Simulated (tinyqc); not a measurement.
G0W0 on RHF in the sto-3g basis, for BeH2, spin multiplicity 1, step by step (part 1 of 2). Computed by tinyqc, a small Python program that keeps every step (integrals from PySCF). Settings: charge = 0, multiplicity = 1, basis = sto-3g, method = RHF, energy threshold = 1e-10, iteration cap = 68, orthogonalisation = symmetric, start = core, DIIS depth = 6. Command: `OMP_NUM_THREADS=1 python tinyqc.py 28263 28264 out.jsonl` (the two numbers bound the seeds that draw the settings). One thread of a shared host (Intel(R) Xeon(R) Processor @ 2.60GHz), about 0.07 s of CPU time with the checks. The early iterations of the SCF are left out here.

## One-electron integrals

Geometry (angstrom):
```
atom         x          y         z
Be    0.000000   0.000000  0.000000
H     0.000000   1.450000  0.133000
H     0.000000  -1.450000  0.133000
```

Basis sto-3g: exponents (1/bohr^2) and contraction coefficients of normalised primitives:
```
element  l (shell)   exponent  coefficient
Be           s (1)  30.167871     0.154329
Be           s (1)   5.495115     0.535328
Be           s (1)   1.487193     0.444635
Be           s (2)   1.314833    -0.099967
Be           s (2)   0.305539     0.399513
Be           s (2)   0.099371     0.700115
Be           p (3)   1.314833     0.155916
Be           p (3)   0.305539     0.607684
Be           p (3)   0.099371     0.391957
H            s (1)   3.425251     0.154329
H            s (1)   0.623914     0.535328
H            s (1)   0.168855     0.444635
```

Overlap, kinetic and nuclear-attraction integrals over the contracted functions; the nuclear repulsion is the sum of Za Zb / Rab.

nuclear repulsion = 3.08986851 hartree

overlap S:
```
           1Be 1s    1Be 2s   1Be 2px    1Be 2py   1Be 2pz     2H 1s      3H 1s
1Be 1s   1.000000  0.259517  0.000000   0.000000  0.000000  0.053820   0.053820
1Be 2s   0.259517  1.000000  0.000000   0.000000  0.000000  0.413869   0.413869
1Be 2px  0.000000  0.000000  1.000000   0.000000  0.000000  0.000000   0.000000
1Be 2py  0.000000  0.000000  0.000000   1.000000  0.000000  0.489021  -0.489021
1Be 2pz  0.000000  0.000000  0.000000   0.000000  1.000000  0.044855   0.044855
2H 1s    0.053820  0.413869  0.000000   0.489021  0.044855  1.000000   0.022505
3H 1s    0.053820  0.413869  0.000000  -0.489021  0.044855  0.022505   1.000000
```

kinetic energy T (hartree):
```
            1Be 1s     1Be 2s   1Be 2px    1Be 2py   1Be 2pz      2H 1s      3H 1s
1Be 1s    6.693975  -0.033012  0.000000   0.000000  0.000000  -0.014294  -0.014294
1Be 2s   -0.033012   0.211111  0.000000   0.000000  0.000000   0.052375   0.052375
1Be 2px   0.000000   0.000000  0.660592   0.000000  0.000000   0.000000   0.000000
1Be 2py   0.000000   0.000000  0.000000   0.660592  0.000000   0.156107  -0.156107
1Be 2pz   0.000000   0.000000  0.000000   0.000000  0.660592   0.014319   0.014319
2H 1s    -0.014294   0.052375  0.000000   0.156107  0.014319   0.760032  -0.007497
3H 1s    -0.014294   0.052375  0.000000  -0.156107  0.014319  -0.007497   0.760032
```

nuclear attraction V (hartree):
```
             1Be 1s     1Be 2s    1Be 2px    1Be 2py    1Be 2pz      2H 1s      3H 1s
1Be 1s   -15.287941  -2.087875   0.000000   0.000000  -0.002785  -0.431297  -0.431297
1Be 2s    -2.087875  -3.006040   0.000000   0.000000  -0.024605  -1.173972  -1.173972
1Be 2px    0.000000   0.000000  -2.918711   0.000000   0.000000   0.000000   0.000000
1Be 2py    0.000000   0.000000   0.000000  -3.123921   0.000000  -1.353711   1.353711
1Be 2pz   -0.002785  -0.024605   0.000000   0.000000  -2.920437  -0.126577  -0.126577
2H 1s     -0.431297  -1.173972   0.000000  -1.353711  -0.126577  -2.855686  -0.075155
3H 1s     -0.431297  -1.173972   0.000000   1.353711  -0.126577  -0.075155  -2.855686
```

core Hamiltonian H = T + V (hartree):
```
            1Be 1s     1Be 2s    1Be 2px    1Be 2py    1Be 2pz      2H 1s      3H 1s
1Be 1s   -8.593966  -2.120888   0.000000   0.000000  -0.002785  -0.445591  -0.445591
1Be 2s   -2.120888  -2.794929   0.000000   0.000000  -0.024605  -1.121596  -1.121596
1Be 2px   0.000000   0.000000  -2.258119   0.000000   0.000000   0.000000   0.000000
1Be 2py   0.000000   0.000000   0.000000  -2.463329   0.000000  -1.197604   1.197604
1Be 2pz  -0.002785  -0.024605   0.000000   0.000000  -2.259845  -0.112258  -0.112258
2H 1s    -0.445591  -1.121596   0.000000  -1.197604  -0.112258  -2.095654  -0.082652
3H 1s    -0.445591  -1.121596   0.000000   1.197604  -0.112258  -0.082652  -2.095654
```

## Two-electron integrals

Functions are numbered as in S; the eight-fold symmetry (ij|kl) = (ji|kl) = (kl|ij) leaves the list below.

Two-electron integrals (ij|kl) in chemists' order, unique and non-zero (hartree):
```
(11|11) 2.298831    (21|11) 0.392036    (21|21) 0.079539    (22|11) 0.570988
(22|21) 0.143041    (22|22) 0.417683    (31|31) 0.014607    (32|31) 0.021888
(32|32) 0.092265    (33|11) 0.569578    (33|21) 0.143083    (33|22) 0.417589
(33|33) 0.449859    (41|41) 0.014607    (42|41) 0.021888    (42|42) 0.092265
(43|43) 0.024249    (44|11) 0.569578    (44|21) 0.143083    (44|22) 0.417589
(44|33) 0.401360    (44|44) 0.449859    (51|51) 0.014607    (52|51) 0.021888
(52|52) 0.092265    (53|53) 0.024249    (54|54) 0.024249    (55|11) 0.569578
(55|21) 0.143083    (55|22) 0.417589    (55|33) 0.401360    (55|44) 0.401360
(55|55) 0.449859    (61|11) 0.080317    (61|21) 0.016286    (61|22) 0.029534
(61|33) 0.029324    (61|41) 0.001437    (61|42) 0.002709    (61|44) 0.029964
(61|51) 0.000132    (61|52) 0.000249    (61|54) 0.000059    (61|55) 0.029329
(61|61) 0.003498    (62|11) 0.194555    (62|21) 0.049451    (62|22) 0.157266
(62|33) 0.151307    (62|41) 0.006451    (62|42) 0.039528    (62|44) 0.168894
(62|51) 0.000592    (62|52) 0.003626    (62|54) 0.001613    (62|55) 0.151455
(62|61) 0.011202    (62|62) 0.088058    (63|31) 0.004545    (63|32) 0.021260
(63|43) 0.006848    (63|53) 0.000628    (63|63) 0.008106    (64|11) 0.207790
(64|21) 0.053461    (64|22) 0.178299    (64|33) 0.167732    (64|41) 0.010475
(64|42) 0.061433    (64|44) 0.199105    (64|51) 0.000544    (64|52) 0.003685
(64|54) 0.002250    (64|55) 0.167880    (64|61) 0.012657    (64|62) 0.113569
(64|64) 0.151326    (65|11) 0.019059    (65|21) 0.004904    (65|22) 0.016354
(65|33) 0.015385    (65|41) 0.000544    (65|42) 0.003685    (65|44) 0.017006
(65|51) 0.004595    (65|52) 0.021598    (65|54) 0.006997    (65|55) 0.016655
(65|61) 0.001161    (65|62) 0.010417    (65|64) 0.013137    (65|65) 0.009311
(66|11) 0.361308    (66|21) 0.093489    (66|22) 0.333162    (66|33) 0.309025
(66|41) 0.014323    (66|42) 0.113248    (66|44) 0.380569    (66|51) 0.001314
(66|52) 0.010388    (66|54) 0.006562    (66|55) 0.309627    (66|61) 0.021731
(66|62) 0.236806    (66|64) 0.324287    (66|65) 0.029745    (66|66) 0.774606
(71|11) 0.080317    (71|21) 0.016286    (71|22) 0.029534    (71|33) 0.029324
(71|41) -0.001437   (71|42) -0.002709   (71|44) 0.029964    (71|51) 0.000132
(71|52) 0.000249    (71|54) -0.000059   (71|55) 0.029329    (71|61) 0.003195
(71|62) 0.009461    (71|64) 0.009857    (71|65) 0.000988    (71|66) 0.017674
(71|71) 0.003498    (72|11) 0.194555    (72|21) 0.049451    (72|22) 0.157266
(72|33) 0.151307    (72|41) -0.006451   (72|42) -0.039528   (72|44) 0.168894
(72|51) 0.000592    (72|52) 0.003626    (72|54) -0.001613   (72|55) 0.151455
(72|61) 0.009461    (72|62) 0.045818    (72|64) 0.047396    (72|65) 0.005351
(72|66) 0.090921    (72|71) 0.011202    (72|72) 0.088058    (73|31) 0.004545
(73|32) 0.021260    (73|43) -0.006848   (73|53) 0.000628    (73|63) 0.003341
(73|73) 0.008106    (74|11) -0.207790   (74|21) -0.053461   (74|22) -0.178299
(74|33) -0.167732   (74|41) 0.010475    (74|42) 0.061433    (74|44) -0.199105
(74|51) -0.000544   (74|52) -0.003685   (74|54) 0.002250    (74|55) -0.167880
(74|61) -0.009857   (74|62) -0.047396   (74|64) -0.047292   (74|65) -0.005451
(74|66) -0.093040   (74|71) -0.012657   (74|72) -0.113569   (74|74) 0.151326
(75|11) 0.019059    (75|21) 0.004904    (75|22) 0.016354    (75|33) 0.015385
(75|41) -0.000544   (75|42) -0.003685   (75|44) 0.017006    (75|51) 0.004595
(75|52) 0.021598    (75|54) -0.006997   (75|55) 0.016655    (75|61) 0.000988
(75|62) 0.005351    (75|64) 0.005451    (75|65) 0.003952    (75|66) 0.010851
(75|71) 0.001161    (75|72) 0.010417    (75|74) -0.013137   (75|75) 0.009311
(76|11) 0.013964    (76|21) 0.003458    (76|22) 0.009804    (76|33) 0.009650
(76|44) 0.010082    (76|51) 0.000083    (76|52) 0.000407    (76|55) 0.009675
(76|61) 0.000718    (76|62) 0.003805    (76|64) 0.004378    (76|65) 0.000492
(76|66) 0.008293    (76|71) 0.000718    (76|72) 0.003805    (76|74) -0.004378
(76|75) 0.000492    (76|76) 0.000235    (77|11) 0.361308    (77|21) 0.093489
(77|22) 0.333162    (77|33) 0.309025    (77|41) -0.014323   (77|42) -0.113248
(77|44) 0.380569    (77|51) 0.001314    (77|52) 0.010388    (77|54) -0.006562
(77|55) 0.309627    (77|61) 0.017674    (77|62) 0.090921    (77|64) 0.093040
(77|65) 0.010851    (77|66) 0.182459    (77|71) 0.021731    (77|72) 0.236806
(77|74) -0.324287   (77|75) 0.029745    (77|76) 0.008293    (77|77) 0.774606
```

## Orthogonalisation

S = U s U^T; symmetric (Loewdin) form X = U s^(-1/2) U^T, so that X^T S X = 1.

eigenvalues of S: 0.297076  0.391894  0.937414  1.000000  1.010429  1.680419  1.682768

X:
```
            1Be 1s     1Be 2s   1Be 2px    1Be 2py    1Be 2pz      2H 1s      3H 1s
1Be 1s    1.028571  -0.152562  0.000000   0.000000  -0.001793   0.020414   0.020414
1Be 2s   -0.152562   1.205303  0.000000   0.000000   0.018921  -0.269113  -0.269113
1Be 2px   0.000000   0.000000  1.000000   0.000000   0.000000   0.000000   0.000000
1Be 2py   0.000000   0.000000  0.000000   1.294414   0.000000  -0.375878   0.375878
1Be 2pz  -0.001793   0.018921  0.000000   0.000000   1.002003  -0.028604  -0.028604
2H 1s     0.020414  -0.269113  0.000000  -0.375878  -0.028604   1.235896  -0.075816
3H 1s     0.020414  -0.269113  0.000000   0.375878  -0.028604  -0.075816   1.235896
```

## Iteration 7 (converged): orbitals

converged F (hartree):
```
            1Be 1s     1Be 2s   1Be 2px    1Be 2py    1Be 2pz      2H 1s      3H 1s
1Be 1s   -4.523045  -1.288658  0.000000   0.000000   0.002119  -0.275760  -0.275760
1Be 2s   -1.288658  -0.610918  0.000000   0.000000  -0.018186  -0.373984  -0.373984
1Be 2px   0.000000   0.000000  0.213674   0.000000   0.000000   0.000000   0.000000
1Be 2py   0.000000   0.000000  0.000000  -0.186649   0.000000  -0.317370   0.317370
1Be 2pz   0.002119  -0.018186  0.000000   0.000000   0.211474  -0.022921  -0.022921
2H 1s    -0.275760  -0.373984  0.000000  -0.317370  -0.022921  -0.267391  -0.029083
3H 1s    -0.275760  -0.373984  0.000000   0.317370  -0.022921  -0.029083  -0.267391
```

Diagonalise F' = X^T F X, C = X C', fill 3 alpha and 3 beta electrons from the bottom; D = 2 C_occ C_occ^T. Each column has its largest component positive (the first on a tie).

F' = X^T F X (hartree):
```
           1          2         3          4          5          6          7
1  -4.413743  -0.696886  0.000000   0.000000   0.001360  -0.025400  -0.025400
2  -0.696886  -0.122166  0.000000   0.000000   0.007795  -0.305310  -0.305310
3   0.000000   0.000000  0.213674   0.000000   0.000000   0.000000   0.000000
4   0.000000   0.000000  0.000000   0.237584   0.000000  -0.420231   0.420231
5   0.001360   0.007795  0.000000   0.000000   0.214375  -0.028861  -0.028861
6  -0.025400  -0.305310  0.000000  -0.420231  -0.028861   0.071964  -0.091174
7  -0.025400  -0.305310  0.000000   0.420231  -0.028861  -0.091174   0.071964
```

orbital energies (hartree): MO1 -4.526446, MO2 -0.435945, MO3 -0.395100, MO4 0.209341, MO5 0.213674, MO6 0.412305, MO7 0.795822

coefficients C:
```
               MO1        MO2        MO3        MO4       MO5        MO6        MO7
1Be 1s    0.991794  -0.216436   0.000000   0.045069  0.000000  -0.222576   0.000000
1Be 2s    0.031608   0.584208   0.000000  -0.195207  0.000000   1.113925   0.000000
1Be 2px   0.000000   0.000000   0.000000   0.000000  1.000000   0.000000   0.000000
1Be 2py   0.000000   0.000000   0.498771   0.000000  0.000000   0.000000   1.307404
1Be 2pz  -0.000050   0.021198   0.000000   0.980068  0.000000   0.212193   0.000000
2H 1s    -0.003578   0.392176   0.418700   0.088759  0.000000  -0.764759  -0.908993
3H 1s    -0.003578   0.392176  -0.418700   0.088759  0.000000  -0.764759   0.908993
```

D after iteration 7:
```
            1Be 1s     1Be 2s   1Be 2px    1Be 2py    1Be 2pz      2H 1s      3H 1s
1Be 1s    2.060999  -0.190191  0.000000   0.000000  -0.009276  -0.176859  -0.176859
1Be 2s   -0.190191   0.684597  0.000000   0.000000   0.024765   0.457999   0.457999
1Be 2px   0.000000   0.000000  0.000000   0.000000   0.000000   0.000000   0.000000
1Be 2py   0.000000   0.000000  0.000000   0.497544   0.000000   0.417670  -0.417670
1Be 2pz  -0.009276   0.024765  0.000000   0.000000   0.000899   0.016627   0.016627
2H 1s    -0.176859   0.457999  0.000000   0.417670   0.016627   0.658249  -0.042990
3H 1s    -0.176859   0.457999  0.000000  -0.417670   0.016627  -0.042990   0.658249
```

## Convergence

Stop when the energy changes by less than 1e-10 hartree and every element of the error matrix X^T (F D S - S D F) X is below 3e-06.

Course of the cycle:
```
iteration   E (hartree)     change  largest element of the error matrix
1          -14.93581587          -                             5.58e-01
2          -15.53840544  -6.03e-01                             4.35e-02
3          -15.54118161  -2.78e-03                             4.37e-03
4          -15.54124416  -6.26e-05                             1.03e-03
5          -15.54124760  -3.43e-06                             2.74e-05
6          -15.54124760  -3.69e-09                             3.79e-06
7          -15.54124760  -2.87e-11                             5.04e-08
```

PySCF RHF in the same basis = -15.54124760 hartree

Converged in 7 iterations.

## Integrals over molecular orbitals

(pq|rs) = sum C_ip C_jq C_kr C_ls (ij|kl), one index at a time.

one-electron integrals over orbitals h = C^T H C (hartree):
```
           1          2          3          4          5          6          7
1  -8.582486   0.214429   0.000000  -0.046660   0.000000   0.196419   0.000000
2   0.214429  -2.372128   0.000000   0.015183   0.000000  -0.215248   0.000000
3   0.000000   0.000000  -2.319012   0.000000   0.000000   0.000000  -0.299267
4  -0.046660   0.015183   0.000000  -2.250909   0.000000  -0.048467   0.000000
5   0.000000   0.000000   0.000000   0.000000  -2.258119   0.000000   0.000000
6   0.196419  -0.215248   0.000000  -0.048467   0.000000  -1.911852   0.000000
7   0.000000   0.000000  -0.299267   0.000000   0.000000   0.000000  -1.844109
```

Two-electron integrals over orbitals (pq|rs), unique and non-zero (hartree):
```
(11|11) 2.271676    (21|11) -0.191098   (21|21) 0.024756    (22|11) 0.470380
(22|21) -0.006029   (22|22) 0.385633    (31|31) 0.005423    (32|31) 0.012265
(32|32) 0.161266    (33|11) 0.436892    (33|21) -0.002518   (33|22) 0.397907
(33|33) 0.421003    (41|11) 0.038597    (41|21) -0.004622   (41|22) 0.003004
(41|33) 0.001712    (41|41) 0.016230    (42|11) -0.017770   (42|21) 0.001487
(42|22) 0.008759    (42|33) 0.009586    (42|41) 0.014368    (42|42) 0.048323
(43|31) -0.000120   (43|32) 0.012196    (43|43) 0.014878    (44|11) 0.566575
(44|21) -0.007737   (44|22) 0.358719    (44|33) 0.344546    (44|41) -0.004862
(44|42) -0.024521   (44|44) 0.452559    (51|51) 0.015759    (52|51) 0.015049
(52|52) 0.048133    (53|53) 0.013424    (54|51) -0.003188   (54|52) -0.008442
(54|54) 0.025451    (55|11) 0.569180    (55|21) -0.007551   (55|22) 0.360447
(55|33) 0.344927    (55|41) 0.001269    (55|42) -0.008522   (55|44) 0.400429
(55|55) 0.449859    (61|11) -0.185853   (61|21) 0.024735    (61|22) -0.005828
(61|33) -0.003159   (61|41) -0.002016   (61|42) 0.003648    (61|44) -0.006456
(61|55) -0.005202   (61|61) 0.025298    (62|11) 0.125165    (62|21) -0.006120
(62|22) -0.017652   (62|33) -0.042357   (62|41) 0.003558    (62|42) -0.003648
(62|44) 0.055814    (62|55) 0.060387    (62|61) -0.004154   (62|62) 0.080247
(63|31) -0.001288   (63|32) -0.092019   (63|43) -0.010128   (63|63) 0.083671
(64|11) 0.017001    (64|21) 0.000336    (64|22) 0.002626    (64|33) -0.003290
(64|41) 0.014768    (64|42) 0.040966    (64|44) -0.003409   (64|55) 0.006521
(64|61) 0.003067    (64|62) 0.019734    (64|64) 0.045450    (65|51) 0.016029
(65|52) 0.046239    (65|54) -0.005529   (65|65) 0.049079    (66|11) 0.471517
(66|21) -0.006558   (66|22) 0.387774    (66|33) 0.397395    (66|41) 0.007709
(66|42) 0.023049    (66|44) 0.354867    (66|55) 0.360650    (66|61) -0.005058
(66|62) -0.025374   (66|64) 0.014091    (66|66) 0.409213    (71|31) 0.010223
(71|32) 0.018856    (71|43) -0.000561   (71|63) -0.000742   (71|71) 0.019515
(72|31) 0.004124    (72|32) -0.041467   (72|43) -0.010633   (72|63) 0.061004
(72|71) 0.007938    (72|72) 0.056821    (73|11) 0.145850    (73|21) -0.004459
(73|22) -0.002400   (73|33) -0.018876   (73|41) -0.000209   (73|42) -0.014987
(73|44) 0.064946    (73|55) 0.065387    (73|61) -0.003629   (73|62) 0.074590
(73|64) 0.008848    (73|66) -0.022585   (73|73) 0.085149    (74|31) -0.002398
(74|32) -0.025045   (74|43) 0.011626    (74|63) 0.015219    (74|71) -0.004063
(74|72) 0.004284    (74|74) 0.020996    (75|53) 0.013473    (75|75) 0.016769
(76|31) 0.010116    (76|32) 0.138664    (76|43) 0.013507    (76|63) -0.090839
(76|71) 0.015910    (76|72) -0.050908   (76|74) -0.021333   (76|76) 0.134168
(77|11) 0.559316    (77|21) -0.008145   (77|22) 0.411961    (77|33) 0.429431
(77|41) 0.001109    (77|42) 0.002013    (77|44) 0.384619    (77|55) 0.383431
(77|61) -0.008039   (77|62) -0.026074   (77|64) -0.005546   (77|66) 0.420609
(77|73) -0.002042   (77|77) 0.468439
```
